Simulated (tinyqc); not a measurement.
Worked calculation: tight binding, dimerised chain. Computed by tinyqc, a small Python program that keeps every step. Settings: t1 = 1.08, t2 = 1.33, delta = 0, points = 12, cells = 5. Command: `OMP_NUM_THREADS=1 python tinyqc.py 27895 27896 out.jsonl` (the two numbers bound the seeds that draw the settings). One thread of a shared host (Intel(R) Xeon(R) Processor @ 2.60GHz), about 0.01 s of CPU time with the checks.

## Bloch Hamiltonian at k

Parameters chosen for this model:
```
parameter     value                      unit
t1         1.080000       eV, inside the cell
t2         1.330000         eV, between cells
delta             0  eV, +/- on the two sites
```

k point k (2 pi / a): [0.0900]

H_AA = +delta, H_BB = -delta, H_AB = -t1 - t2 exp(-i k a).

H(k) at k (eV), order A, B:
```
[[0.0000, -2.2030+0.7126i],
 [-2.2030-0.7126i, 0.0000]]
```

## Levels at k

Diagonalise the Hermitian matrix.

eigenvalues (eV): [-2.3154, 2.3154]

weights |c|^2 of the basis functions, order A, B:
```
[[0.5000, 0.5000],
 [0.5000, 0.5000]]
```

## Bloch Hamiltonian at X

k point X (2 pi / a): [0.5000]

As before.

H(k) at X (eV), order A, B:
```
[[0.0000, 0.2500],
 [0.2500, 0.0000]]
```

## Levels at X

As before.

eigenvalues (eV): [-0.2500, 0.2500]

weights |c|^2 of the basis functions, order A, B:
```
[[0.5000, 0.5000],
 [0.5000, 0.5000]]
```

## Bands along a path

The same steps at evenly spaced points between the labelled ones.

Bands along the path (eV):
```
k          band 1  band 2
G         -2.4100  2.4100
G-X 0.25  -2.2286  2.2286
G-X 0.50  -1.7133  1.7133
G-X 0.75  -0.9507  0.9507
X         -0.2500  0.2500
```

With 1 band(s) filled, the highest filled level on these points lies at X and the lowest empty one at X: a gap of 0.5000 eV, direct.

## Berry (Zak) phase of the lower band

On 12 points k_j = j/N: phase = -Im ln of the product of <u_j|u_(j+1)>, closed with u_N = u_0 (the cell-periodic part is taken without the site positions). Single arguments depend on the phases chosen for the u_j; only their sum modulo 2 pi does not.

Overlaps:
```
j   |<u_j|u_j+1>|  argument (rad)
0          0.9895         -0.1448
1          0.9892         -0.1469
2          0.9884          0.7361
3          0.9859         -1.0569
4          0.9744         -0.2267
5          0.7441          2.4100
6          0.7441          2.4100
7          0.9744         -0.2267
8          0.9859         -1.0569
9          0.9884          0.7361
10         0.9892         -0.1469
11         0.9895         -0.1448
```

phase / pi, folded into (-1, 1] = 1.0000

## Open chain of 5 cells

H of the open chain (eV):
```
[[0.0000, -1.0800, 0.0000, 0.0000, 0.0000, 0.0000, 0.0000, 0.0000, 0.0000, 0.0000],
 [-1.0800, 0.0000, -1.3300, 0.0000, 0.0000, 0.0000, 0.0000, 0.0000, 0.0000, 0.0000],
 [0.0000, -1.3300, 0.0000, -1.0800, 0.0000, 0.0000, 0.0000, 0.0000, 0.0000, 0.0000],
 [0.0000, 0.0000, -1.0800, 0.0000, -1.3300, 0.0000, 0.0000, 0.0000, 0.0000, 0.0000],
 [0.0000, 0.0000, 0.0000, -1.3300, 0.0000, -1.0800, 0.0000, 0.0000, 0.0000, 0.0000],
 [0.0000, 0.0000, 0.0000, 0.0000, -1.0800, 0.0000, -1.3300, 0.0000, 0.0000, 0.0000],
 [0.0000, 0.0000, 0.0000, 0.0000, 0.0000, -1.3300, 0.0000, -1.0800, 0.0000, 0.0000],
 [0.0000, 0.0000, 0.0000, 0.0000, 0.0000, 0.0000, -1.0800, 0.0000, -1.3300, 0.0000],
 [0.0000, 0.0000, 0.0000, 0.0000, 0.0000, 0.0000, 0.0000, -1.3300, 0.0000, -1.0800],
 [0.0000, 0.0000, 0.0000, 0.0000, 0.0000, 0.0000, 0.0000, 0.0000, -1.0800, 0.0000]]
```

The same hoppings without the wrap-around bond.

levels (eV): [-2.3116, -2.0240, -1.5696, -0.9811, -0.2039, 0.2039, 0.9811, 1.5696, 2.0240, 2.3116]

weights of the highest filled level on the sites: [0.2351, 0.0084, 0.1441, 0.0340, 0.0784, 0.0784, 0.0340, 0.1441, 0.0084, 0.2351]

The bulk gap runs from -0.2500 to 0.2500 eV; 2 level(s) of this chain lie inside it: end states, which need the weaker bond inside the cell and a chain longer than their decay length.
